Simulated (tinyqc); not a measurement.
Inside a calculation. Method: RHF in the 3-21g basis, for H3+, spin multiplicity 1. One step of it, computed by the program tinyqc.

Problem. Iteration 1: diagonalisation and new density. Diagonalise F' = X^T F X, C = X C', fill 1 alpha and 1 beta electrons from the bottom; D = 2 C_occ C_occ^T. Each column has its largest component positive (the first on a tie).

Fock matrix F (hartree), lower triangle:
```
           1H 1s      1H 2s      2H 1s      2H 2s      3H 1s      3H 2s
1H 1s  -0.556016
1H 2s  -0.936396  -0.917076
2H 1s  -0.625878  -0.639693  -0.263902
2H 2s  -0.740324  -0.751072  -0.677809  -0.687999
3H 1s  -0.625878  -0.639693  -0.177239  -0.368199  -0.263902
3H 2s  -0.740324  -0.751072  -0.368199  -0.535068  -0.677809  -0.687999
```

X, lower triangle:
```
           1H 1s      1H 2s      2H 1s     2H 2s      3H 1s     3H 2s
1H 1s   1.292561
1H 2s  -0.614943   3.575420
2H 1s  -0.124233  -0.025135   1.262904
2H 2s   0.112744  -1.512328  -0.457974  2.097367
3H 1s  -0.124233  -0.025135   0.043179  0.061815   1.262904
3H 2s   0.112744  -1.512328   0.061815  0.427813  -0.457974  2.097367
```

Give: F' = X^T F X; orbital energies; coefficients C; D after iteration 1.

Solution.

F' = X^T F X (hartree), lower triangle:
```
        1       2       3       4       5       6
1   0.210
2  -0.708   0.112
3  -0.390  -0.162   0.322
4  -0.105  -0.251  -0.547  -0.025
5  -0.390  -0.162   0.100  -0.021   0.322
6  -0.105  -0.251  -0.021  -0.112  -0.547  -0.025
```

orbital energies (hartree): MO1 -1.136, MO2 -0.376, MO3 0.026, MO4 0.586, MO5 0.686, MO6 1.131

coefficients C:
```
         MO1     MO2     MO3     MO4     MO5     MO6
1H 1s  0.348   0.000   0.278  -0.680   0.000  -1.202
1H 2s  0.427   0.000   2.801   1.913   0.000   2.459
2H 1s  0.191   0.294  -0.015  -0.641  -0.890   0.707
2H 2s  0.066   0.643  -1.870  -0.333   1.056  -1.398
3H 1s  0.191  -0.294  -0.015  -0.641   0.890   0.707
3H 2s  0.066  -0.643  -1.870  -0.333  -1.056  -1.398
```

D after iteration 1, lower triangle:
```
       1H 1s  1H 2s  2H 1s  2H 2s  3H 1s  3H 2s
1H 1s  0.242
1H 2s  0.297  0.364
2H 1s  0.133  0.163  0.073
2H 2s  0.046  0.056  0.025  0.009
3H 1s  0.133  0.163  0.073  0.025  0.073
3H 2s  0.046  0.056  0.025  0.009  0.025  0.009
```
